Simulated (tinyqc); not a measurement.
Capacitance shares from swing and barrier lowering.

Question. Below threshold the charge is negligible, so the band edge moves as -(aG Vg + aD Vd), aG = CG/CS, aD = CD/CS (CG, CD the capacitances of the barrier top to gate and drain, CS the total), and I goes as exp((aG Vg + aD Vd)/Vt) once Vd is well above Vt. Find aG, aD, CS and CD.

Values chosen for this exercise:
```
symbol  value  unit      meaning
T         300     K  temperature
```

Constants: q = 1.602176634e-19 C, kB = 1.380649e-23 J/K, Vt = kB T/q. Results are converted to the units shown.

swing = 66.140477 mV/decade
DIBL = 111.11111 mV/V
CG = 1.1591330 pF/cm

Answer. The swing is Vt ln 10/aG and the DIBL, -dVg/dVd at fixed current, is aD/aG.

aG = 0.9000
aD = 0.1000
CS = 1.288 pF/cm
CD = 0.1288 pF/cm

Computed by the program tinyqc: `OMP_NUM_THREADS=1 python tinyqc.py 2400025 2400026 out.jsonl`, one thread of a shared Intel Xeon 2.30GHz, about 0.04 s for the whole run.
